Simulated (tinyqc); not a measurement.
Donor level screened by free carriers (Yukawa potential): one step. One-parameter trial function. Four cases, with inputs chosen for the exercise.

Task: For exp(-z r): E(z) = z^2 - 8 z^3/(2z + x)^2 in Ry*. Scan z = 0.5, 0.6, ..., 1.1, then minimise; first order gives -1 + 2x.

Potential -(q/(eps r)) exp(-ks r), q = e^2/(4 pi eps0). In units Ry* = Ry m/eps^2 and a* = a0 eps/m the problem is [-Laplacian - 2 exp(-x r)/r] psi = E psi with x = ks a*.

Case 1.

x = 0.441445
Ry* = 32.31031 meV

Case 2.

x = 0.323223
Ry* = 7.46429 meV

Case 3.

x = 0.764316
Ry* = 33.39655 meV

Case 4.

x = 0.665539
Ry* = 31.99524 meV

Give: Scan (Ry*); best z; E; binding.

Result:

Case 1.

Scan (Ry*):
```
z    kinetic  potential        E
0.5   0.2500    -0.4813  -0.2313
0.6   0.3600    -0.6413  -0.2813
0.7   0.4900    -0.8092  -0.3192
0.8   0.6400    -0.9828  -0.3428
0.9   0.8100    -1.1608  -0.3508
1.0   1.0000    -1.3421  -0.3421
1.1   1.2100    -1.5261  -0.3161
```

best z = 0.899
E = -0.3508 Ry*
binding = 11.33 meV

First order in x would give -0.117 Ry*, a rigid shift by q ks/eps; it overstates the loss of binding by 0.234 Ry*.

Case 2.

Scan (Ry*):
```
z    kinetic  potential        E
0.5   0.2500    -0.5711  -0.3211
0.6   0.3600    -0.7448  -0.3848
0.7   0.4900    -0.9241  -0.4341
0.8   0.6400    -1.1074  -0.4674
0.9   0.8100    -1.2937  -0.4837
1.0   1.0000    -1.4822  -0.4822
1.1   1.2100    -1.6725  -0.4625
```

best z = 0.942
E = -0.4853 Ry*
binding = 3.62 meV

First order in x would give -0.354 Ry*, a rigid shift by q ks/eps; it overstates the loss of binding by 0.132 Ry*.

Case 3.

Scan (Ry*):
```
z    kinetic  potential        E
0.5   0.2500    -0.3213  -0.0713
0.6   0.3600    -0.4478  -0.0878
0.7   0.4900    -0.5858  -0.0958
0.8   0.6400    -0.7327  -0.0927
0.9   0.8100    -0.8869  -0.0769
1.0   1.0000    -1.0469  -0.0469
1.1   1.2100    -1.2118  -0.0018
```

best z = 0.725
E = -0.0961 Ry*
binding = 3.21 meV

First order in x would give 0.529 Ry*, a rigid shift by q ks/eps; it overstates the loss of binding by 0.625 Ry*.

Case 4.

Scan (Ry*):
```
z    kinetic  potential        E
0.5   0.2500    -0.3605  -0.1105
0.6   0.3600    -0.4965  -0.1365
0.7   0.4900    -0.6432  -0.1532
0.8   0.6400    -0.7980  -0.1580
0.9   0.8100    -0.9594  -0.1494
1.0   1.0000    -1.1260  -0.1260
1.1   1.2100    -1.2967  -0.0867
```

best z = 0.788
E = -0.1581 Ry*
binding = 5.06 meV

First order in x would give 0.331 Ry*, a rigid shift by q ks/eps; it overstates the loss of binding by 0.489 Ry*.

Computed by tinyqc, one run a case: `OMP_NUM_THREADS=1 python tinyqc.py N N+1 out.jsonl` with N = 1281959, 1282017, 1282168, 1282247; one thread of a shared Intel(R) Xeon(R) Processor @ 2.30GHz, about 0.02 s a run at most.
